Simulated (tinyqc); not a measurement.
# Hot electrons in a saturated n-channel MOSFET, lucky-electron model: several studies

Beyond pinch-off the lateral field grows as Esat cosh(y/l) over the velocity-saturated region (pseudo-two-dimensional model). Impact ionisation in this region gives the substrate current, which biases the body forward through Rsub. Currents are per width. Local-field laws: they overstate ionisation when the field peak is narrower than an energy relaxation length.

Values chosen for this exercise; values close to those of silicon n-channel devices: channel length L = 0.5 um; oxide thickness tox = 13 nm; junction depth xj = 150 nm; threshold VT = 0.72 V; effective mobility mu = 340 cm^2/(V s); saturation velocity vs = 7.7e6 cm/s; ionisation prefactor Ai = 2e6 1/cm; ionisation field Bi = 1.74 MV/cm; resistance of the lightly doped drain Rd = 400 ohm um; substrate resistance Rsub = 19000 ohm um; fall of VT per volt of forward body bias kb = 0.38; lifetime exponent m = 2.9; lifetime constant Hl = 4700 s uA/um; drain voltage Vd = 3.8 V; gate voltage Vg = 1.9 V.

Constants: eps0 = 8.8541878128e-14 F/cm where lengths are in cm. Results are converted to the units shown.

Each table varies one quantity; the others keep the values above.

## Effect of the gate voltage

Cox = 3.9 eps0/tox, l = sqrt(3 tox xj), Esat = 2 vs/mu. Overdrive g = Vg - VT + kb Vb; Vdsat = g Esat L/(g + Esat L); Id = Cox vs (g - Vdsat); dV = Vd - Id Rd - Vdsat; Em = sqrt((dV/l)^2 + Esat^2); Isub = Id (Ai/Bi) l Em exp(-Bi/Em). Vb = Rsub Isub is solved self-consistently. Lifetime tau = (Hl/Id)(Isub/Id)^(-m); 1 year = 3.15576e7 s.

Result of one run:
```
Vg (V),Id (uA/um),Em (MV/cm),Isub (uA/um),Isub/Id,tau (years)
1.97,94.06,0.3879,3.612,0.03840,0.02018
```

What becomes of these results when the gate voltage Vg is changed from 1.97 to 2.7 V, all else the same?

Result of the changed run:
```
Vg (V),Id (uA/um),Em (MV/cm),Isub (uA/um),Isub/Id,tau (years)
2.7,193.3,0.3504,4.154,0.02149,0.05287
```

The whole series:
```
Vg (V),Id (uA/um),Em (MV/cm),Isub (uA/um),Isub/Id,tau (years)
0.87,1.945,0.4803,0.2193,0.1128,0.04292
1.24,20.65,0.4418,1.562,0.07567,0.01286
1.6,52.37,0.4124,2.792,0.05331,0.01400
1.97,94.06,0.3879,3.612,0.03840,0.02018
2.33,140.8,0.3679,4.023,0.02858,0.03176
2.7,193.3,0.3504,4.154,0.02149,0.05287
3.07,249.4,0.3352,4.087,0.01639,0.08992
3.43,306.5,0.3219,3.900,0.01272,0.1525
3.8,367.4,0.3097,3.632,0.009885,0.2645
```

As Vg goes from 0.87 to 3.8 V, Em falls from 0.480 to 0.310 MV/cm, Isub goes from 0.219 through a maximum of 4.15 (at Vg = 2.7 V among the rows listed) to 3.63 uA/um and tau goes from 0.0429 through a minimum of 0.0129 (at Vg = 1.24 V among the rows listed) to 0.265 years. Id grows with Vg while the rising Vdsat lowers the field, hence the bell shape; the peak row has Vg/Vd = 0.71. At Vg = 0.87 V Isub/Id passes 0.1, where multiplication of the secondary carriers, left out here, counts.

## Effect of the oxide thickness

Same model as above.

Result of one run:
```
tox (nm),Id (uA/um),Em (MV/cm),Isub (uA/um),Isub/Id,tau (years)
14,78.923,0.37868,2.7548,0.034904,0.031728
```

What becomes of these results when the oxide thickness tox is changed from 14 to 8.9 nm, all else the same?

Result of the changed run:
```
tox (nm),Id (uA/um),Em (MV/cm),Isub (uA/um),Isub/Id,tau (years)
8.9,134.36,0.46632,10.920,0.081276,0.0016063
```

The whole series:
```
tox (nm),Id (uA/um),Em (MV/cm),Isub (uA/um),Isub/Id,tau (years)
7.2,180.27,0.51019,19.872,0.11023,4.9471e-4
8.9,134.36,0.46632,10.920,0.081276,0.0016063
11,103.56,0.42382,5.8497,0.056488,0.0059860
14,78.923,0.37868,2.7548,0.034904,0.031728
17,64.149,0.34530,1.4430,0.022494,0.13957
21,51.533,0.31206,0.68076,0.013210,0.81335
26,41.464,0.28163,0.30114,0.0072626,5.7300
```

As tox goes from 7.2 to 26 nm, Em falls from 0.510 to 0.282 MV/cm, Isub falls from 19.9 to 0.301 uA/um and tau rises from 4.95e-4 to 5.73 years. From the first row to the last, log10(tau) changes by 4.1: 3.4 from (Isub/Id)^(-m), which holds Em and l, and 0.64 from 1/Id. At tox = 7.2 nm Isub/Id passes 0.1, where multiplication of the secondary carriers, left out here, counts.

## Effect of the resistance of the lightly doped drain

Same model as above.

Effect of the resistance of the lightly doped drain:
```
Rd (ohm um),Id (uA/um),Em (MV/cm),Isub (uA/um),Isub/Id,tau (years)
0,85.81,0.3965,3.715,0.04329,0.01563
150,85.74,0.3949,3.630,0.04233,0.01669
300,85.66,0.3932,3.546,0.04139,0.01783
500,85.57,0.3910,3.437,0.04016,0.01948
800,85.44,0.3878,3.278,0.03837,0.02227
1200,85.27,0.3835,3.075,0.03607,0.02671
1600,85.10,0.3791,2.882,0.03386,0.03212
```

As Rd goes from 0 to 1600 ohm um, Em falls from 0.396 to 0.379 MV/cm, Isub falls from 3.71 to 2.88 uA/um and tau rises from 0.0156 to 0.0321 years. From the first row to the last, log10(tau) changes by 0.31: 0.31 from (Isub/Id)^(-m), which holds Em and l, and under 0.005 from 1/Id. The price is 0.136 V dropped over Rd in the last row.

Numbers from tinyqc (`OMP_NUM_THREADS=1 python tinyqc.py 2550104 2550105 out.jsonl`; about 0.01 s on one thread of a shared Intel Xeon 2.30GHz).
